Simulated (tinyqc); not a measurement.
What moves the results: band edges of strained Si(1-x)Ge(x) on relaxed Si(1-y)Ge(y). A value that a table varies takes the place of the one given here.

Values are linear in the Ge fraction but for ED(x) = linear - CD x (1 - x) and a(x) = linear - Ca x (1 - x). Energies are on the common scale of Ev.

Coherent growth on a (110) face: e_par = (a(y) - a(x))/a(x), e_perp = -(C11 + 3 C12 - 2 C44)/(C11 + C12 + 2 C44) e_par; exx = eyy = (e_par + e_perp)/2, ezz = e_par, exy = (e_perp - e_par)/2, eyz = ezx = 0.

A valley with unit axis u lies at Ev + gap + (av + a_valley) tr(e) + Xu (u.e.u - tr(e)/3); the Delta axes are x, y, z and the L axes [111], [1-1-1], [-11-1], [-1-11]. The second-order shift of the Delta valleys under shear is left out; it lowers the pair normal to the sheared plane by tens of meV at a shear of 1 %.

Valence edges: Ev plus the levels of the 6 x 6 matrix of X, Y, Z times spin with -Dso/3 + l exx + m (eyy + ezz) on the diagonal (cyclic), n exy off it, l = av + 2 b, m = av - b, n = sqrt(3) d. Spin-orbit term (Dso/3) L.sigma on X, Y, Z with (L_k)_ij = -i epsilon_kij: <X+|H|Y+> = -i Dso/3, <X+|H|Z-> = Dso/3, <Y+|H|Z-> = -i Dso/3, <Z+|H|X-> = -Dso/3, <Z+|H|Y-> = i Dso/3, <X-|H|Y-> = i Dso/3, and their conjugates; + and - are the spin along z.

Coherent growth: e_par = (a(y) - a(x))/a(x). (001): e_perp = -2 (C12/C11) e_par; exx = eyy = e_par, ezz = e_perp, no shear. (111): e_perp = -(2 C11 + 4 C12 - 4 C44)/(C11 + 2 C12 + 4 C44) e_par; exx = eyy = ezz = (2 e_par + e_perp)/3 and exy = eyz = ezx = (e_perp - e_par)/3. (110): e_perp = -(C11 + 3 C12 - 2 C44)/(C11 + C12 + 2 C44) e_par; exx = eyy = (e_par + e_perp)/2, ezz = e_par, exy = (e_perp - e_par)/2, eyz = ezx = 0.

Values chosen for the exercise (end members near Si and Ge, in this order; not measured data):
- a = (5.437, 5.659) angstrom (lattice constant)
- Dso = (0.044, 0.294) eV (spin-orbit splitting)
- av = (2.48, 1.22) eV (valence hydrostatic potential)
- b = (-2.13, -2.53) eV (tetragonal shear potential)
- d = (-4.81, -5.31) eV (trigonal shear potential)
- C11 = (165.2, 127.3) GPa
- C12 = (64, 48.3) GPa
- C44 = (79.7, 66.6) GPa
- Ev = (0, 0.61) eV (top of the unstrained valence band)
- ED = (1.168, 0.933) eV (gap to the Delta valleys)
- EL = (1.985, 0.726) eV (gap to the L valleys)
- aD = (1.75, 1.39) eV (hydrostatic potential of the Delta gap)
- aL = (-3.31, -2.96) eV (hydrostatic potential of the L gap)
- XuD = (8.91, 9.38) eV (uniaxial potential, Delta)
- XuL = (16.43, 15.24) eV (uniaxial potential, L)
- CD = 0.193 eV (bowing of the Delta gap)
- Ca = 0 angstrom (bowing of the lattice constant)
- face = 110 (growth face)
- y = 0.77 (Ge fraction of the relaxed buffer)
- x = 0.17 (Ge fraction of the layer)

## Composition of the layer

The buffer is kept. dEc = Ec(buffer) - Ec(layer), dEv = Ev(layer) - Ev(buffer); buffer edges Ev(y) and Ev(y) + min(ED, EL). The digit behind Delta or L counts whole valleys.

Results:
```
x     e_par (%)  lowest valleys  gap (eV)  next valleys above (meV)  valence splitting (meV)  dEc (eV)  dEv (eV)
0.22       2.23          Delta4     0.936                       150                      240     0.126    -0.109
0.33       1.77          Delta4     0.937                       120                      185     0.115    -0.098
0.44       1.32          Delta4     0.940                        90                      133     0.097    -0.083
0.55       0.88          Delta4     0.944                        60                       84     0.071    -0.063
0.67       0.40          Delta4     0.949                        27                       36     0.036    -0.032
0.89      -0.47              L2     0.831                        57                       37     0.039     0.083
1.00      -0.90              L2     0.662                       133                       66     0.129     0.162
```

How do the results move?

The gap is 0.936 eV in the first row and 0.662 eV in the last, with its largest listed value, 0.949 eV, at x = 0.67. The lowest valleys change: Delta4 to L2 between x = 0.67 and 0.89. Per 0.1 of x the valence offset moves by +35 meV on average; the conduction offset lies between +36 and +129 meV, not monotonically. Both carriers sit on one side for x = 0.89 and 1.00, and on opposite sides elsewhere. Strains above 2 % can be kept only in layers of a few nanometres.

## Composition of the buffer

The layer is kept. dEc = Ec(buffer) - Ec(layer), dEv = Ev(layer) - Ev(buffer); buffer edges Ev(y) and Ev(y) + min(ED, EL). The digit behind Delta or L counts whole valleys.

Results:
```
y     e_par (%)  lowest valleys  gap (eV)  next valleys above (meV)  valence splitting (meV)  dEc (eV)  dEv (eV)
0.00      -0.69          Delta2     1.024                        47                       37     0.035     0.108
0.10      -0.28          Delta2     1.069                        19                       20     0.013     0.045
0.21       0.16          Delta4     1.094                        11                       14     0.004    -0.011
0.31       0.57          Delta4     1.071                        38                       54     0.018    -0.035
0.41       0.97          Delta4     1.044                        66                       98     0.035    -0.054
0.51       1.38          Delta4     1.015                        93                      144     0.056    -0.071
0.62       1.82          Delta4     0.982                       123                      195     0.083    -0.089
0.72       2.23          Delta4     0.952                       150                      241     0.112    -0.104
```

How do the results move?

The gap is 1.024 eV in the first row and 0.952 eV in the last, with its largest listed value, 1.094 eV, at y = 0.21: it peaks near the match y = x, since strain of either sign narrows it. The lowest valleys change: Delta2 to Delta4 between y = 0.10 and 0.21. Per 0.1 of y the valence offset moves by -30 meV on average; the conduction offset lies between +4 and +112 meV, not monotonically. Both carriers sit on one side for y = 0.00 and 0.10, and on opposite sides elsewhere. Offsets below about 30 meV are within the spread of parameter sets, so those rows do not settle the type. Strains above 2 % can be kept only in layers of a few nanometres.

## The same layer on three faces

dEc = Ec(buffer) - Ec(layer), dEv = Ev(layer) - Ev(buffer); buffer edges Ev(y) and Ev(y) + min(ED, EL). The digit behind Delta or L counts whole valleys.

Results:
```
face   e_par (%)  lowest valleys  gap (eV)  next valleys above (meV)  valence splitting (meV)  dEc (eV)  dEv (eV)  Delta spread (meV)  L spread (meV)
(001)       2.43          Delta2     0.727                       388                      261     0.358    -0.132                 388               0
(111)       2.43          Delta6     0.993                       105                      271     0.067    -0.107                   0             501
(110)       2.43          Delta4     0.937                       164                      264     0.129    -0.112                 164             395
```

What does this show?

On (001) only the Delta valleys split (388 meV), on (111) only the L valleys (501 meV), on (110) both (164 and 395 meV). The lowest valleys are Delta2 on (001), Delta6 on (111) and Delta4 on (110); the smallest gap is 0.727 eV on (001) and the largest 0.993 eV on (111).

## What each parameter does

dEc = Ec(buffer) - Ec(layer), dEv = Ev(layer) - Ev(buffer); buffer edges Ev(y) and Ev(y) + min(ED, EL). Each row changes one parameter from the base and keeps the others.

Results:
```
case                       gap (eV)  valence splitting (meV)  dEc (eV)  dEv (eV)
base                         0.9365                    264.3    0.1285   -0.1122
x = 0.2                      0.9360                    249.5    0.1271   -0.1102
y = 0.8                      0.9273                    278.3    0.1386   -0.1168
CD = 0.243 eV                0.9295                    264.3    0.1267   -0.1122
aL = (-3.806, -3.404) eV     0.9365                    264.3    0.1285   -0.1122
XuD = (10.246, 10.787) eV    0.9283                    264.3    0.1367   -0.1122
XuL = (18.894, 17.526) eV    0.9365                    264.3    0.1285   -0.1122
aD = (2.012, 1.598) eV       0.9457                    264.3    0.1193   -0.1122
d = (-5.531, -6.106) eV      0.9138                    291.9    0.1285   -0.0894
```

What can be read from the table?

The largest shifts from the base row, up to three for each result and ties (the steps differ in size, so this ranks the rows, not the parameters). gap (eV): d -0.0227, aD +0.0092, y -0.0092; unchanged at the printed digits by aL and XuL. valence splitting (meV): d +27.5, x -14.8, y +14.0; unchanged at the printed digits by CD, aL, XuD, XuL and aD. dEc (eV): y +0.0101, aD -0.0092, XuD +0.0082; unchanged at the printed digits by aL, XuL and d. dEv (eV): d +0.0227, y -0.0046, x +0.0020; unchanged at the printed digits by CD, aL, XuD, XuL and aD. The lowest valleys of the layer are Delta4, so among the conduction-band potentials only those of that family reach the gap and dEc; the buffer is unstrained. A shift large enough to swap the lowest family would change that.

Run: tinyqc, `OMP_NUM_THREADS=1 python tinyqc.py 1080026 1080027 out.jsonl`; Intel(R) Xeon(R) Processor @ 2.30GHz, one thread, shared host; about 0.01 s of CPU time with all checks.
